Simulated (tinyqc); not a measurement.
Worked calculation: five-level k.p model folded onto the conduction band. Values are carried at full precision from step to step, so a last printed digit may differ when a step is redone from the rounded ones.

Second-order sums for the lowest conduction level at E: 1/m = 1 + Cm + (Ep/3)(2/E + 1/(E + Dso)) - (Ep2/3)(2/(E7 + D2 - E) + 1/(E7 - E)); g/2 = 1 + Cg - (Ep/3)(1/E - 1/(E + Dso)) - (Ep2/3)(1/(E7 - E) - 1/(E7 + D2 - E)). E is counted from the top of the valence band; E = Eg at the edge.

Constants: hbar^2/2m0 = 3.80998211 eV angstrom^2.

Inputs chosen for the exercise (near those of CdTe; shifted at random, so the results belong to these values and not to a real crystal):
- Eg = 1.617 eV (gap at Gamma to the s-like level)
- Dso = 0.96 eV (spin-orbit splitting)
- Ep = 19.4 eV (Kane energy)
- E7 = 5.18 eV (upper Gamma7 conduction level, from the valence top)
- D2 = 0.29 eV (its spin-orbit splitting, Gamma8 above Gamma7)
- Ep2 = 1.8 eV (Kane energy to the upper levels)
- Cm = -0.2 (remote term in 1/m)
- Cg = 0 (remote term in g/2)
- k = 0.092 1/angstrom (wave vector along z)

## Mass and g factor term by term

Evaluate at E = Eg.

Terms:

| level | part of 1/m | part of g |
|---|---|---|
| free + remote | 0.8000 | 2.0000 |
| Gamma8 valence | 7.9984 | -7.9984 |
| Gamma7 valence | 2.5094 | 5.0188 |
| Gamma8 upper | -0.3114 | 0.3114 |
| Gamma7 upper | -0.1684 | -0.3368 |

m = 0.0924 m0
g = -1.005

The valence levels give 10.51 to 1/m and the upper levels take 0.48 away. In g the two valence terms nearly cancel when Dso is small against Eg; here Dso/Eg = 0.59 and they leave -2.980, the upper pair -0.025.

## The matrix at one k

For k along z and one spin sector the level c couples to four states. With c0 = hbar^2/2m0, P = sqrt(Ep c0), P2 = sqrt(Ep2 c0): diagonal Eg + (1 + Cm) c0 k^2 for c, and 0, -Dso, E7 + D2, E7 for lh, so, G8 up, G7 up (their own dispersion is left out); couplings of c: sqrt(2/3) P k to lh, sqrt(1/3) P k to so, sqrt(2/3) P2 k to G8 up, sqrt(1/3) P2 k to G7 up (phases chosen real).

Fill in the matrix.

H (eV), lower triangle:
```
             c  lh        so    G8 up    G7 up
c      1.64280
lh     0.64581   0
so     0.45666   0  -0.96000
G8 up  0.19672   0         0  5.47000
G7 up  0.13910   0         0        0  5.18000
```

## Exact folding onto c

Solve E = H_cc + S(E), S(E) = sum_j H_cj^2/(E - H_jj), from E = H_cc, by plain substitution and by Newton steps on E - H_cc - S(E). The weight of c in the state is Z = 1/(1 - dS/dE). The exact level is the third eigenvalue of H from below.

Iterates (eV):

| step | substitution | Newton |
|---|---|---|
| 0 | 1.64280 | 1.64280 |
| 1 | 1.96121 | 1.91049 |
| 2 | 1.90980 | 1.91615 |
| 3 | 1.91706 | 1.91615 |
| 4 | 1.91602 | 1.91615 |
| 5 | 1.91617 | 1.91615 |
| 6 | 1.91614 | 1.91615 |
| 7 | 1.91615 | 1.91615 |

exact level = 1.91615 eV
Z = 0.8744

Substitution multiplies the error by about dS/dE = 1 - 1/Z = -0.144 a step, so it alternates; after 7 steps it is off by 3.9e-07 eV, while Newton is within 1e-5 eV from step 2 on.

## Loewdin series

Expanding E = H_cc + S(E) about Eg in powers of k^2, with s_n = sum_j H_cj^2/(Eg - H_jj)^n: order k^2: e2 = (1 + Cm) c0 k^2 + s1; order k^4: e4 = -s2 e2; order k^6: e6 = s3 e2^2 + s2^2 e2.

Give each order and the partial sums, counted from Eg.

s1 (eV), s2 (no unit), s3 (1/eV); (1 + Cm) c0 k^2 is H_cc - Eg: 0.32338  0.19504  0.10973

e2, e4, e6 (eV): 0.34917  -0.06810  0.02666

partial sums (eV): 0.34917  0.28107  0.30773

The exact value is 0.29915 eV; the errors of the partial sums are +50.03, -18.08 and +8.58 meV.

## Checks

- Curvature of the exact level at small k against the sum for 1/m: both 10.828.

Run: tinyqc, `OMP_NUM_THREADS=1 python tinyqc.py 1050953 1050954 out.jsonl`; Intel(R) Xeon(R) Processor @ 2.30GHz, one thread, shared host; about 0.01 s of CPU time with all checks.
